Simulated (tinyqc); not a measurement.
Worked calculation: ellipsoidal valleys in the axes of a wafer and a channel. Values are carried at full precision from step to step, so a last printed digit may differ when a step is redone from the rounded ones.

Valleys with axes a along x, y and z, two valleys each; inverse mass tensor w = 1/mt + (1/ml - 1/mt) a a. Device axes: z = nz/|nz|, x = nx/|nx|, y = z cross x; in them a = (ax, ay, az). Confinement mass mz = 1/w_zz. In the plane w_ij is replaced by u_ij = w_ij - w_iz w_jz/w_zz (i, j = x, y); density-of-states mass md = 1/sqrt(det u); conductivity mass along x mc = 1/u_xx; ballistic transport mass mx = u_yy/det u, width mass my = 1/u_yy.

Constants: hbar^2/2m0 = 3.80998211 eV angstrom^2; kB = 8.617333262e-05 eV/K.

Values chosen for the exercise (near those of the Delta valleys of Si; shifted at random, so the results belong to these values and not to a real crystal):
```
symbol  value      unit  meaning
ml      0.945      m0    longitudinal mass
mt      0.183      m0    transverse mass
nz      (0, 0, 1)        surface normal (confinement)
nx      (1, 1, 0)        channel direction
t       4.4        nm    thickness of the film
T       77         K     temperature
```

## Device axes and valley axes

Give the rows x, y, z in cubic components and each valley axis in device components.

device axes:
```
     [100]   [010]   [001]
x   0.7071  0.7071  0.0000
y  -0.7071  0.7071  0.0000
z   0.0000  0.0000  1.0000
```

valley axes:
```
       ax       ay      az
x  0.7071  -0.7071  0.0000
y  0.7071   0.7071  0.0000
z  0.0000   0.0000  1.0000
```

## Tensors of the valley x

Form w and the reduced tensor u.

w (1/m0):
```
        x       y       z
x  3.2613  2.2031  0.0000
y  2.2031  3.2613  0.0000
z  0.0000  0.0000  5.4645
```

u (1/m0):
```
        x       y
x  3.2613  2.2031
y  2.2031  3.2613
```

w_xz = w_yz = 0: the normal is a principal axis and u is the upper block of w.

## Masses of all valleys

Give mz, md, mc, mx and my.

Masses (m0):
```
valley      mz      md      mc      mx      my
x       0.1830  0.4159  0.3066  0.5640  0.3066
y       0.1830  0.4159  0.3066  0.5640  0.3066
z       0.9450  0.1830  0.1830  0.1830  0.1830
```

mz md^2 = ml mt^2 = 0.03165 for every valley, so a heavy confinement mass comes with a small density of states. The heaviest mz is 0.945, for z.

## Subbands and shares in a film

Hard walls: E_n = c (n pi/t)^2/mz, c = hbar^2/2m0, n = 1, 2, 3. Non-degenerate share of a valley proportional to md sum_n exp(-E_n/kT); mean 1/mc = sum of share/mc. 1 nm = 10 angstrom.

Give the ladders, the shares and the mean conductivity mass.

Subbands:
```
valley  E1 (meV)  E2 (meV)  E3 (meV)  share
x          106.1     424.5     955.2  0.000
y          106.1     424.5     955.2  0.000
z           20.6      82.2     185.0  1.000
```

mean mc = 0.1830 m0

The lowest ladder (z) holds 100 % of the electrons in these valleys, the next starts 86 meV higher.

## Checks

- mz md^2 against ml mt^2: they agree to 1e-10 or better.
- mx my against md^2: they agree to 1e-10 or better.

(tinyqc, `OMP_NUM_THREADS=1 python tinyqc.py 1880752 1880753 out.jsonl`, Intel(R) Xeon(R) Processor @ 2.30GHz, 1 thread, shared host, about 0.01 s.)
